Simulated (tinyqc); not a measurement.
# Changing the interface energy gamma

Model: classical nucleation, growth and JMAK kinetics of crystallisation from a melt or glass. Computed by tinyqc, a small Python program. Command: `OMP_NUM_THREADS=1 python tinyqc.py 3004991 3004992 out.jsonl nucl sweep`. One thread of a shared host (Intel(R) Xeon(R) Processor @ 2.30GHz), about 0.03 s of CPU time with the checks.

A spherical nucleus with a sharp interface of isotropic energy gamma; lambda = Omega^(1/3) is the jump distance.

Inputs (values chosen for the exercise, for a model substance):

| quantity | value | unit |
|---|---|---|
| melting point T_m | 990 | K |
| heat of melting per volume H | 642 | J/cm^3 |
| atomic volume Omega | 26.1 | angstrom^3 |
| temperature T | 803 | K |
| diffusion prefactor D0 | 2e-06 | m^2/s |
| activation energy Q | 1.49 | eV |

Nucleation: homogeneous. Driving force: Turnbull (linear).

Constants: e = 1.602176634e-19 C; k_B = 1.380649e-23 J/K; k_B = 8.617333262e-05 eV/K.

Method:
- Driving force per volume: dG = H (T_m - T)/T_m.
- Shape factor f = 1.
- W(r) = f [4 pi r^2 gamma - (4/3) pi r^3 dG]; r* = 2 gamma/dG; W* = f 16 pi gamma^3/(3 dG^2); n* = f (4/3) pi r*^3/Omega.
- D = D0 exp(-Q/(k_B T)); attachment rate k+ = (A*/lambda^2) D/lambda^2 with A* = 4 pi r*^2; Zeldovich factor Z = sqrt(W*/(3 pi k_B T))/n*; sites per volume N = 1/Omega; I = N Z k+ exp(-W*/(k_B T)); lag time = 1/(4 pi Z^2 k+).
- Growth (Wilson-Frenkel): u = (D/lambda) [1 - exp(-dG Omega/(k_B T))].
- JMAK with steady nucleation and growth, nuclei spread at random: extended fraction X_e = (pi/3) I u^3 t^4, X = 1 - exp(-X_e); t_X = [-3 ln(1 - X)/(pi I u^3)]^(1/4); final grains per volume = Gamma(5/4) (3/pi)^(1/4) (I/u)^(3/4), Gamma(5/4) = 0.9064024771.
- The nose is the T between 0.3 and 0.97 T_m where I u^3 is largest; the time is for X = 1e-6, and the critical cooling rate is estimated as (T_m - T_nose)/t_nose.

One run for each value:

| interface energy gamma (J/m^2) | barrier W* (eV) | nucleation rate I (1/(m^3 s)) | nose temperature (K) | critical cooling rate (K/s) |
|---|---|---|---|---|
| 0.0410 | 0.490 | 3.712e+29 | 817.3 | 3.608e+06 |
| 0.0460 | 0.692 | 2.120e+28 | 800.2 | 1.861e+06 |
| 0.0511 | 0.949 | 5.471e+26 | 783.2 | 8.910e+05 |
| 0.0561 | 1.256 | 6.816e+24 | 767.0 | 4.079e+05 |
| 0.0611 | 1.622 | 3.562e+22 | 751.3 | 1.762e+05 |
| 0.0661 | 2.054 | 7.233e+19 | 735.9 | 7.184e+04 |
| 0.0712 | 2.567 | 4.526e+16 | 720.7 | 2.709e+04 |
| 0.0762 | 3.146 | 1.078e+13 | 706.3 | 9.802e+03 |

Over the rows, barrier W* (eV) rises from 0.490 to 3.15 (exponent d ln y / d ln x about 3.0 throughout); nucleation rate I (1/(m^3 s)) falls from 3.71e29 to 1.08e13 (exponent d ln y / d ln x -25 between the first rows and -120 between the last); nose temperature (K) falls from 817 to 706 (exponent d ln y / d ln x -0.18 between the first rows and -0.30 between the last). The exponent of barrier W* stays at 3: W* goes as gamma^3. Across a change of gamma by a factor 1.86 the rate falls by 16.5 decades, because W* enters the exponent as gamma^3; this is why measured rates fix gamma well and computed gamma fixes rates badly.

Caution (rows 0.0410): with under 20 atoms in the nucleus or a barrier under 10 k_B T the capillary model is only a guide. Caution (rows 0.0410, 0.0460): at the nose the nucleus has under 20 atoms or the barrier is under 10 k_B T, so the result is only a guide. Caution (all rows): at the nose the lag time is not small against the nose time, so steady nucleation overstates the critical cooling rate.

Extremes, crossings and ranges named in words are read from the listed rows.
